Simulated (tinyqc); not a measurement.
## Delay unit and parasitic delay from two ring oscillators

Question. A ring of 31 inverters oscillates at 1/(2 x 31 d), with stage delay d = tau (h + p) for fan-out h. Find tau, p and the delay at fan-out 4.

frequencies of 31-stage ring oscillators with fan-out 1 and 4 (GHz): 2.5026428  1.0362505

Answer. d is a straight line in h with slope tau and intercept tau p.

tau = 3.04 ps
p = 1.12
delay at fan-out 4 = 15.6 ps

Numbers from tinyqc (`OMP_NUM_THREADS=1 python tinyqc.py 2082136 2082137 out.jsonl`; about 0.01 s on one thread of a shared Intel Xeon 2.30GHz).
